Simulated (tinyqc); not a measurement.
Worked calculation: plane-wave Kohn-Sham cycle with exchange-only LDA in a layered model solid. One step of it, computed by the program tinyqc.

Task: Iteration 2: levels at that k. Diagonalise the Hermitian matrix.

H (hartree), lower triangle:
```
           -3         -2         -1         +0         +1         +2        +3
-3   0.574680
-2  -0.121545   0.153064
-1   0.030822  -0.121545  -0.099905
+0   0.000893   0.030822  -0.121545  -0.184229
+1   0.000243   0.000893   0.030822  -0.121545  -0.099905
+2   0.000161   0.000243   0.000893   0.030822  -0.121545   0.153064
+3   0.000044   0.000161   0.000243   0.000893   0.030822  -0.121545  0.574680
```

Give: eigenvalues.

Result:

eigenvalues (hartree): -0.3110  -0.1765  -0.0317  0.1608  0.2036  0.6124  0.6138
